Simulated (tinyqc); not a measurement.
Transmission against energy, and which matching rule a chain obeys: heterojunction of two tight-binding chains.

Left chain: hopping -t1, sites at 2 t1 (band bottom 0). Right chain: hopping -t2, sites at dE + 2 t2 (bottom dE). t = c/(m a^2), c = hbar^2/2m0. The bond across the interface is -tc with tc = f sqrt(t1 t2), and the last left site has the extra energy U. In a chain E = bottom + 2t (1 - cos(ka)); the surface Green function of a half chain is g = -exp(ika)/t, with Im k > 0 where cos(ka) > 1.

Constants: hbar^2/2m0 = 3.80998211 eV angstrom^2.

Values chosen for the exercise (masses and offset of the size met at InAs / GaSb; not measured data):
```
symbol  value  unit      meaning
a       4      angstrom  site spacing
m1      0.028  m0        mass on the left
m2      0.039  m0        mass on the right
dE      0.9    eV        band offset
f       1.11             factor on the interface hopping
U       0      eV        extra energy on the last left site
```

Chain A is the junction as given; chain B has tc = sqrt(t1 t2) and U = 0; chain C has tc = t2 and U = t2 - t1, the finite-difference form of -d/dx (c/m) d/dx. Continuum formulas T = 4 x y/(x + y)^2 with parabolic k: x, y = k/m on each side (BenDaniel-Duke) or x, y = k (slope continuous).

T:
```
E - dE (eV)  E (eV)  chain A  chain B  chain C  k/m matched  k matched
0.002         0.902   0.1438   0.1971   0.1458       0.1476     0.1995
0.005         0.905   0.2175   0.2933   0.2203       0.2230     0.2966
0.020         0.920   0.3864   0.5003   0.3908       0.3949     0.5050
0.050         0.950   0.5350   0.6656   0.5402       0.5451     0.6707
0.100         1.000   0.6562   0.7870   0.6616       0.6667     0.7917
0.200         1.100   0.7700   0.8871   0.7751       0.7799     0.8908
0.400         1.300   0.8618   0.9542   0.8659       0.8700     0.9564
```

Give the missing row, E - dE (eV) = 0.010, E (eV) = 0.910.

Computed row:
```
E - dE (eV)  E (eV)  chain A  chain B  chain C  k/m matched  k matched
0.010         0.910   0.2928   0.3878   0.2963       0.2997     0.3919
```

Chain C follows the k/m rule within 0.0051 and chain B the plain k rule within 0.0051, while the two rules differ by up to 0.1256: in B the self-energy of the right side is -t1 exp(i k2 a), so only k2 enters, and in C it is -t2 exp(i k2 a), which carries 1/m2. Chain A, with f = 1.11 and U = 0 eV, has an interface term of its own and lies up to 0.1308 from B and 0.0054 from C.

Run: tinyqc, `OMP_NUM_THREADS=1 python tinyqc.py 1482688 1482689 out.jsonl`; Intel(R) Xeon(R) Processor @ 2.30GHz, one thread, shared host; about 0.01 s of CPU time with all checks.
